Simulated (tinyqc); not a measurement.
Anisotropic elasticity and sound waves of a cubic crystal: one step, computed by the program tinyqc.

Voigt order 1..6 = xx, yy, zz, yz, xz, xy, with engineering shear strains. The rotated frame has x' as named, z' along the wafer normal and y' = z' x x'.

Question. Moduli along the axes of the frame. Invert C' to S'. E along x' = 1/S'11, along y' = 1/S'22; Poisson ratios nu(x'y') = -S'12/S'11 and nu(x'z') = -S'13/S'11; in-plane shear modulus 1/S'66.

Frame: (110) wafer, x' along [001].

C' (GPa):
```
        1       2       3      4      5      6
1  101.60   57.20   57.20   0.00   0.00   0.00
2   57.20  124.23   34.57   0.00   0.00   0.00
3   57.20   34.57  124.23   0.00   0.00   0.00
4    0.00    0.00    0.00  22.20   0.00   0.00
5    0.00    0.00    0.00   0.00  44.83   0.00
6    0.00    0.00    0.00   0.00   0.00  44.83
```

Give: E along x'; E along y'; nu(x'y'); nu(x'z'); in-plane shear modulus.

Answer.

E along x' = 60.39 GPa

E along y' = 91.97 GPa

nu(x'y') = 0.3602

nu(x'z') = 0.3602

in-plane shear modulus = 44.83 GPa

E differs between x' and y' by -34.3 %.
